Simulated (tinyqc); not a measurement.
# Thin film between two gates, subbands and threshold shift from confinement: charge and subband filling against gate voltage

Undoped body with a flat potential across it, hard walls, transport along x. Three valley pairs (g = 2 each) with the longitudinal mass along x, y or z. Non-parabolicity enters the subband edges through E (1 + al E) = gamma, so E = 2 gamma/(1 + sqrt(1 + 4 al gamma)); motion within a subband is taken as parabolic with the band-edge mass. Energies are counted from the bulk band edge.

gamma = C (pi k/(t + dl))^2/mz, C = hbar^2/(2 m0). Each subband has N_k = g sqrt(mx my) m0 kB T/(pi hbar^2). With degeneracy n = sum N_k F((EF - E_k)/Vt), F(x) = ln(1 + exp(x)); gate: Vg = EF + q n/(Cg P), P = 2 (both faces), summed over the 60 lowest subbands at most, with Vg counted from the value that would put EF at the bulk band edge of an empty body. Cq = q dn/dEF.

Parameters, values chosen for the exercise; masses close to those of silicon: temperature T = 300 K; longitudinal mass ml = 0.92 m0; transverse mass mt = 0.194 m0; non-parabolicity al = 0.5 1/eV; film thickness (along z) t = 8.4 nm; widening of the box by penetration into the insulator dl = 0 nm; gate capacitance per area of interface Cg = 3.6 uF/cm^2.

Constants: q = 1.602176634e-19 C, kB = 1.380649e-23 J/K, hbar = 1.054571817e-34 J s, m0 = 9.1093837015e-31 kg, Vt = kB T/q, hbar^2/(2 m0) = 0.0380998212 eV nm^2. Results are converted to the units shown.

Result of one run:
```
EF - E_1 (eV)  n (cm^-2)  n/P (cm^-2)  share of the lowest subband (%)  Cq/(Cg P)  total C/(Cg P)
-0.1470         5.325e10     2.662e10                            26.69    0.04579         0.04378
```

Which gate voltage Vg gave this result: -0.14, -0.02, 0.11 or 0.73 V?

Vg = -0.14 V.

The whole series:
```
Vg (V)  EF - E_1 (eV)  n (cm^-2)  n/P (cm^-2)  share of the lowest subband (%)  Cq/(Cg P)  total C/(Cg P)
-0.14         -0.1470   5.325e10     2.662e10                            26.69    0.04579         0.04378
-0.02        -0.05962   1.521e12     7.604e11                            26.17      1.274          0.5603
0.11         -0.02336   5.733e12     2.867e12                            24.86      4.479          0.8175
0.23        -0.005997   1.035e13     5.173e12                            23.65      7.538          0.8829
0.36         0.006999   1.560e13     7.802e12                            22.49      10.57          0.9135
0.48          0.01637   2.058e13     1.029e13                            21.57      13.07          0.9289
0.61          0.02489   2.603e13     1.302e13                            20.70      15.49          0.9394
0.73          0.03175   3.112e13     1.556e13                            19.99      17.49          0.9459
0.86          0.03842   3.666e13     1.833e13                            19.32      19.45          0.9511
```

EF passes E_1 = 0.00578 eV at Vg = 0.285 V. The share of the lowest subband falls from 26.7 to 19.3 % and the total capacitance rises from 0.0438 to 0.951 of Cg P. Between the last two rows 5.1 % of the added gate voltage goes into raising EF. For Vg = 0.11, 0.23, 0.36, 0.48, 0.61, 0.73, 0.86 the charge would bend the potential across the body by some 30 mV or more, which is left out.

Program tinyqc, `OMP_NUM_THREADS=1 python tinyqc.py 2350106 2350107 out.jsonl`; Intel Xeon 2.30GHz, shared host, one thread, about 0.07 s.
